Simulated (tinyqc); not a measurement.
# Floating body of a partially depleted SOI transistor: body voltage and kink: what changes with what

Source at 0 V. Channel current Ic = 2 nf K Vt^2 [F(0) - F(Vd)](1 + la Vd), F(V) = ln^2(1 + exp((Vg - VT - nf V)/(2 nf Vt))), VT = VT0 - gb Vb. Saturation voltage Vs = 2 Vt sqrt(F(0)) + 3 Vt, excess Ve = (Vd - Vs + sqrt((Vd - Vs)^2 + 0.0004 V^2))/2, multiplication M1 = Ai Ve exp(-Bl/Ve). Each junction passes D(v) = J1 (exp(v/Vt) - 1) + J2 (exp(v/(2 Vt)) - 1). Bipolar current Ib = bb J1 (exp(Vb/Vt) - 1). The body settles where M1 (Ic + Ib) = D(Vb) + D(Vb - Vd) + Vb/Rb; drain current Id = (1 + M1)(Ic + Ib) - D(Vb - Vd).

Inputs (values chosen for the exercise); values of the order met in partially depleted silicon-on-insulator transistors: temperature T = 330 K; threshold at zero body voltage VT0 = 0.4 V; fall of the threshold per volt of body voltage gb = 0.26; slope factor nf = 1.34; gain factor per width K = 300 uA/(V^2 um); channel-length modulation factor la = 0.04 1/V; impact-ionisation prefactor Ai = 1.92 1/V; impact-ionisation voltage Bl = 7.5 V; diffusion saturation current of each junction J1 = 5.1e-12 uA/um; recombination saturation current of each junction J2 = 8.9e-9 uA/um; gain of the lateral bipolar transistor on the diffusion current bb = 0.5; resistance of a weak body tie to the source (1e9 stands for no tie, and the term is then dropped) Rb = 1e9 kohm um; gate voltage Vg = 0.46 V; drain voltage Vd = 1.9 V.

Constants: q = 1.602176634e-19 C, kB = 1.380649e-23 J/K, Vt = kB T/q. Results are converted to the units shown.

Each table varies one quantity; the others keep the values above.

## Output curve and kink

Rows with more than one solution for Vb (latch) are left out; dId/dVd by a forward difference over 1e-4 V, swing = 1e-4 V over the change of log10 Id; M1 under 1e-12 is printed as 0.

Output curve and kink:
```
Vd (V)	Vb (V)	M1	Id, floating (uA/um)	Id, grounded (uA/um)	ratio	dId/dVd, floating (uS/um)	dId/dVd, grounded (uS/um)
0.8	0.3827	3.354e-6	3.274	0.9065	3.612	8.669	0.03535
1	0.5098	8.315e-5	4.584	0.9138	5.016	5.075	0.03765
1.2	0.5795	7.064e-4	5.444	0.9220	5.905	3.701	0.04648
1.4	0.6262	0.003154	6.109	0.9331	6.547	3.030	0.06608
1.6	0.6603	0.009505	6.685	0.9493	7.042	2.793	0.09825
1.8	0.6866	0.02220	7.250	0.9732	7.449	2.905	0.1424
2	0.7076	0.04356	7.868	1.007	7.813	3.324	0.1967
2.2	0.7249	0.07552	8.599	1.052	8.171	4.032	0.2586
```

Vb rises from 0.383 to 0.725 V and the ratio of the currents rises from 3.61 to 8.17. The output conductance with a floating body exceeds the grounded value by the largest factor among the rows, 245, at Vd = 0.8 V, where Vb = 0.383 V and M1 = 3.35e-6.

## Transfer curve and swing

Same model as above.

Transfer curve and swing:
```
Vg (V)	Vb (V)	M1	Id, floating (uA/um)	Id, grounded (uA/um)	ratio	swing, floating (mV/decade)	swing, grounded (mV/decade)
-0.05	0.3121	0.05581	4.600e-5	5.486e-6	8.384	57.76	88.01
0.05	0.4632	0.05545	0.001734	7.501e-5	23.11	69.17	88.20
0.15	0.5599	0.05387	0.03874	0.001007	38.47	80.62	89.39
0.25	0.6299	0.04909	0.4664	0.01262	36.96	111.2	93.66
0.35	0.6726	0.04107	2.452	0.1286	19.07	177.8	107.5
0.45	0.6960	0.03248	6.953	0.8448	8.231	275.1	143.8
0.55	0.7086	0.02488	14.04	3.202	4.385	388.3	211.5
0.65	0.7152	0.01858	23.56	7.937	2.969	507.4	305.0
0.75	0.7179	0.01351	35.40	15.17	2.333	628.1	412.7
```

What does the comparison show?

Vb rises from 0.312 to 0.718 V. The smallest swing among the rows is 57.8 mV a decade with a floating body (at Vg = -0.05 V) and 88.0 with a grounded one; Vt ln 10 = 65.5. The floating swing is smaller by more than 3 % for Vg = -0.05, 0.05, 0.15 V, where the rising Vb lowers the threshold as Vg rises. In the first row the floating body raises the current by a factor of 8.38.

Range of the model: The multiplication law is an empirical form chosen for the exercise; self-heating and capacitive coupling to the body are left out, and the linear laws are rough once Vb passes about 0.7 V or M1 about 0.1.

tinyqc, about 0.2 s, one thread, Intel Xeon 2.30GHz (shared host): `OMP_NUM_THREADS=1 python tinyqc.py 2182114 2182115 out.jsonl`
